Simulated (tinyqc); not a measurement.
Quasi-harmonic thermal expansion with mode Grueneisen parameters: one step, computed by the program tinyqc.

A crystal with two atoms a cell; per atom there are 1 transverse acoustic (TA), 1/2 longitudinal acoustic (LA) and 3/2 optical (O) modes. Every frequency of group i scales as nu_i (V/V0)^(-gamma_i). Each group has one frequency. Static energy: E = (9 V0 B0/16) [y^3 B' + y^2 (2 - 4 y)], y = (V0/V)^(2/3) - 1, with pressure P_s = (3 B0/2) (z^7 - z^5) [1 + (3/4)(B' - 4)(z^2 - 1)], z = (V0/V)^(1/3).

Task: Mode groups at the static volume. For a mode with x = h nu/(k_B T), n = 1/(exp(x) - 1): U = h nu (n + 1/2), C/k_B = x^2 n (n + 1); U_i and C_i sum these over group i with its weight per atom. Phonon pressure P_ph = sum_i gamma_i U_i/V.

Inputs (values chosen for the exercise, for a model crystal): static volume V0 = 21.6 angstrom^3/atom; frequency nu_TA = 1.88 THz; frequency nu_LA = 2.93 THz; frequency nu_O = 5.79 THz; Grueneisen parameter gamma_TA = 0.64; Grueneisen parameter gamma_LA = 1.3; Grueneisen parameter gamma_O = 1.9; temperature T = 800 K.

Acoustic groups: Einstein.

Constants: h x 1 THz = 4.135667696 meV; k_B = 8.617333262e-05 eV/K; 1 eV/angstrom^3 = 160.2176634 GPa.

Give: Groups; phonon pressure at V0.

Result:

Groups:
```
group  h nu_i/(k_B T)  U_i (meV)  C_i (k_B)  gamma_i C_i (k_B)
TA            0.11278     69.012    0.99894            0.63932
LA            0.17577     34.558    0.49871            0.64833
O             0.34735     104.45     1.4850             2.8215
```

phonon pressure at V0 = 2.1328 GPa
